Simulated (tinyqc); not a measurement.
Raising U: Hubbard chain of 4 sites, mean field against exact. Computed by the program tinyqc. Collinear unrestricted mean field (the lowest of 40 random starts) against exact diagonalisation.

one-body matrix (hopping and site energies) (eV):
```
         1        2        3        4
1  -0.3800  -0.6700   0.0000   0.0000
2  -0.6700  -0.0100  -0.6700   0.0000
3   0.0000  -0.6700   0.3000  -0.6700
4   0.0000   0.0000  -0.6700   0.3000
```

electrons, up and down: 2  2

Exact and mean-field results (eV):
```
U          U/t   E exact  E mean field  mean |n_up - n_down|  double occupancy, exact  first gap in the sector
0.340    0.507  -2.55912      -2.54472                 0.000                    0.240                    0.712
0.670    1.000  -2.25998      -2.20153                 0.000                    0.213                    0.642
1.340    2.000  -1.75897      -1.52013                 0.299                    0.162                    0.526
2.010    3.000  -1.38546      -1.04654                 0.676                    0.119                    0.434
2.680    4.000  -1.11107      -0.76111                 0.813                    0.088                    0.363
4.020    6.000  -0.75384      -0.45039                 0.917                    0.050                    0.267
5.360    8.000  -0.54048      -0.28852                 0.953                    0.031                    0.208
8.040   12.000  -0.30521      -0.12384                 0.979                    0.015                    0.143
13.400  20.000  -0.10411       0.00925                 0.992                    0.006                    0.087
```

What does the comparison show, and why?

In absolute terms mean field is worst at U/t = 4.0, 0.350 eV too high: at small U it is nearly exact, and at large U it misses only exchange-scale energies. Its local moments set in at U/t = 2.0 of those listed, a broken symmetry that the exact state of a finite cluster with equal spins does not have. Relative to the exact energy its error is 0.6 % at the smallest U, 109 % at most and 109 % at the largest. The double occupancy falls from 0.240 to 0.006.
